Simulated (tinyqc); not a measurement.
Gate work function from the charge.

Inverse problem. For an undoped double gate, Q = 8 eps0 eps_r Vt beta tan(beta)/ts with 0 < beta < pi/2, and at the source (Vg - dphi)/(2 Vt) - ln[(2/ts) sqrt(2 eps0 eps_r Vt/(q ni))] = ln(beta) - ln(cos beta) + 2 r beta tan(beta), r = eps_r tox/(eox ts). Find beta and dphi.

Inputs (values chosen for the exercise); material values close to those of silicon:
```
symbol,value,unit,meaning
T,300,K,temperature
eps_r,11.5,,relative permittivity of the semiconductor
eox,7.26,,relative permittivity of the gate insulator
tox,1.9,nm,insulator thickness
ts,8,nm,body thickness
Vg,0.76,V,gate voltage
```

Constants: q = 1.602176634e-19 C, kB = 1.380649e-23 J/K, Vt = kB T/q, eps0 = 8.8541878128e-14 F/cm where lengths are in cm. Results are converted to the units shown.

Qs = 1330.0661 nC/cm^2
ni = 1.3027633e10 cm^-3

Answer. beta tan(beta) rises from 0 without bound on the interval, so the charge fixes beta; the second relation is then explicit in dphi. At this charge the surface density passes 0.3 Nc, so the classical Boltzmann model is only formal.

beta = 1.316
dphi = -0.01000 V

tinyqc, about 0.01 s, one thread, Intel Xeon 2.30GHz (shared host): `OMP_NUM_THREADS=1 python tinyqc.py 2440028 2440029 out.jsonl`
